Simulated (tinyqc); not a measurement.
Slater-Koster d bands of an fcc metal: one step. Second moment and the rectangular band. Two cases, with inputs chosen for the exercise.

Question. mu2 = z (dds^2 + 2 ddp^2 + 2 ddd^2)/5 per orbital, with z = 12. A rectangular band with the same mu2 has width W = sqrt(12 mu2), Fermi level W (Nd/10 - 1/2) and bond energy -W Nd (10 - Nd)/20 (Friedel).

Give: mu2; W; Fermi level; bond energy per atom.

Case 1.

Values chosen (of the size met in Ru; shifted at random, so the results belong to these values and not to a real crystal):
- dds = -1.037 eV (dd sigma)
- ddp = 0.508 eV (dd pi)
- ddd = -0.114 eV (dd delta)
- Nd = 6 (d electrons per atom)

Answer.

mu2 = 3.8820 eV^2
W = 6.8252 eV
Fermi level = 0.6825 eV
bond energy per atom = -8.1903 eV

Case 2.

Values chosen (of the size met in Ir; shifted at random, so the results belong to these values and not to a real crystal):
- dds = -1.038 eV (dd sigma)
- ddp = 0.509 eV (dd pi)
- ddd = -0.073 eV (dd delta)
- Nd = 8 (d electrons per atom)

Answer.

mu2 = 3.8550 eV^2
W = 6.8015 eV
Fermi level = 2.0405 eV
bond energy per atom = -5.4412 eV

The bond energy is the attractive part alone; the repulsion between atoms, left out, cancels a large share of it in the cohesive energy.

Computed by tinyqc, one run a case: `OMP_NUM_THREADS=1 python tinyqc.py N N+1 out.jsonl` with N = 1481258, 1481264; one thread of a shared Intel(R) Xeon(R) Processor @ 2.30GHz, about 0.03 s a run at most.
